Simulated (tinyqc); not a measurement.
# ESD clamp with bipolar snapback, compact model and design window: several studies

The drain junction multiplies the current that enters it: Igen = (M - 1)(Ic + I0), M = 1/(1 - (Vj/BV)^n). The generated holes leave through the substrate resistance and the base of the parasitic npn: Igen = Vb/Rb + Ic/be, Ic = Is exp(Vb/Vt). Terminal current I = Ic + I0 + Igen and voltage V = Vj + I Ro, per width. Isothermal, constant gain.

Parameters, values chosen for the exercise; values close to those of grounded-gate n-channel clamps:
- T = 300 K (temperature)
- BV = 7.1 V (junction breakdown voltage)
- n = 4 (exponent of the multiplication)
- be = 6.9 (current gain of the parasitic npn)
- Is = 1.8e-18 A/um (saturation current)
- I0 = 7e-11 A/um (junction leakage)
- Rb = 63000 ohm um (substrate resistance)
- Ro = 110 ohm um (drain ballast and contact resistance)
- It2 = 11.8 mA/um (failure current for 100 ns)

Constants: q = 1.602176634e-19 C, kB = 1.380649e-23 J/K, Vt = kB T/q. Results are converted to the units shown.

Each table varies one quantity; the others keep the values above.

## Effect of the substrate resistance

For given Vb: Ic, Igen, M = 1 + Igen/(Ic + I0), Vj = BV (1 - 1/M)^(1/n), I and V. Vt1 is the maximum of V along the curve, Vh the following minimum, Vt2 the voltage at I = It2. It1 and Ih are the currents at Vt1 and Vh.

Effect of the substrate resistance:
```
Rb (ohm um)  Vt1 (V)  It1 (uA/um)  Vh (V)  Ih (uA/um)  Vt2 (V)  Vt2 - Vt1 (V)
6300           7.110        95.97   4.874        2697    5.622         -1.488
14000          7.104        40.09   4.670        1869    5.574         -1.530
29000          7.102        18.00   4.539        1324    5.553         -1.549
63000          7.101        7.620   4.442       909.2    5.542         -1.559
1.4e5          7.100        3.135   4.374       613.9    5.537         -1.563
2.9e5          7.100        1.408   4.331       427.4    5.535         -1.565
6.3e5          7.100       0.6206   4.300       289.9    5.534         -1.566
```

What does the table show?

As Rb goes from 6300 to 6.3e5 ohm um, Vt1 stays near 7.10 V, It1 falls from 96.0 to 0.621 uA/um, Vh falls from 4.87 to 4.30 V and Vt2 falls from 5.62 to 5.53 V. Vt2 exceeds Vt1, the condition for all fingers to turn on, in 0 of the 7 rows. It1 goes as Rb^(-1.09); the product It1 Rb, close to the base voltage at the trigger, goes from 0.605 to 0.391 V.

## Effect of the exponent of the multiplication

Same model as above.

Result of one run:
```
n  Vt1 (V)  It1 (uA/um)  Vh (V)  Ih (uA/um)  Vt2 (V)  Vt2 - Vt1 (V)
4    7.101        7.620   4.442       909.2    5.542         -1.559
```

What becomes of these results when the exponent of the multiplication n is changed from 4 to 5.5, all else the same?

Result of the changed run:
```
n    Vt1 (V)  It1 (uA/um)  Vh (V)  Ih (uA/um)  Vt2 (V)  Vt2 - Vt1 (V)
5.5    7.101        7.756   5.064       824.7    6.182        -0.9192
```

The whole series:
```
n    Vt1 (V)  It1 (uA/um)  Vh (V)  Ih (uA/um)  Vt2 (V)  Vt2 - Vt1 (V)
2      7.101        7.330   2.754        1009    3.835         -3.266
2.5    7.101        7.422   3.332       996.1    4.415         -2.686
3      7.101        7.499   3.785       970.1    4.873         -2.228
3.5    7.101        7.564   4.147       939.9    5.241         -1.859
4      7.101        7.620   4.442       909.2    5.542         -1.559
4.5    7.101        7.670   4.686       879.4    5.792         -1.309
5      7.101        7.715   4.890       851.2    6.002         -1.099
5.5    7.101        7.756   5.064       824.7    6.182        -0.9192
6      7.101        7.793   5.214       800.0    6.336        -0.7645
```

As n goes from 2 to 6, Vt1 stays near 7.10 V, It1 rises from 7.33 to 7.79 uA/um, Vh rises from 2.75 to 5.21 V and Vt2 rises from 3.84 to 6.34 V. Vt2 exceeds Vt1, the condition for all fingers to turn on, in 0 of the 9 rows.

## Failure current against pulse length

Power to failure goes as 1/t for pulses shorter than ta = 15 ns (adiabatic) and as 1/sqrt(t) beyond: Pf = P100 sqrt(100 ns/t) for t > ta and Pf(ta) ta/t below, with P100 = Vt2 It2 at 100 ns. The failure current solves V I = Pf on the curve (I(Vb), V(Vb)).

Failure current against pulse length:
```
t (ns)  Pf (mW/um)  failure current (mA/um)  V at failure (V)  energy (nJ/um)
1             2533                    133.7             18.94           2.533
2             1266                    89.76             14.11           2.533
5            506.6                    51.28             9.878           2.533
10           253.3                    32.44             7.807           2.533
20           146.2                    21.97             6.657           2.925
50           92.49                    15.54             5.951           4.624
100          65.40                    11.80             5.542           6.540
200          46.24                    8.857             5.221           9.249
500          29.25                    5.959             4.908           14.62
```

What does the comparison show, and why?

The failure current falls from 134 to 5.96 mA/um, as t^(-0.57) at the start and t^(-0.43) at the end, more slowly than the power since V rises with I. The voltage at failure falls from 18.9 to 4.91 V.

Computed by the program tinyqc: `OMP_NUM_THREADS=1 python tinyqc.py 2670102 2670103 out.jsonl`, one thread of a shared Intel Xeon 2.30GHz, about 0.01 s for the whole run.
